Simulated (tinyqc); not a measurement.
Biaxially strained (001) channel, valley splitting in an inversion layer: one step of the calculation.

A thin layer grown on a relaxed buffer is stretched in the plane. The two valleys with their long axis along the growth direction (D2) sink against the four in-plane ones (D4); confinement in a triangular well splits them too. Only the lowest subband of each set is kept; one relaxation time, so the weakening of intervalley scattering is left out.

Problem. Strain, stress and splitting. e_par = b1 x, e_perp = -2 (c12/c11) e_par, splitting D = Xu (e_par - e_perp), in-plane stress (c11 + c12 - 2 c12^2/c11) e_par.

Parameters, values chosen for the exercise; values close to those of silicon on relaxed silicon-germanium: germanium share of the relaxed buffer x = 0.15; lattice mismatch per unit x b1 = 0.0418; elastic constant c11 = 167 GPa; elastic constant c12 = 65.9 GPa; shear deformation potential Xu = 8.75 eV.

Give: e_par; e_perp; D; stress.

Solution.

e_par = 0.6270 %
e_perp = -0.4948 %
D = 98.16 meV
stress = 1.134 GPa

Computed by the program tinyqc: `OMP_NUM_THREADS=1 python tinyqc.py 2530162 2530163 out.jsonl`, one thread of a shared Intel Xeon 2.30GHz, about 0.02 s for the whole run.
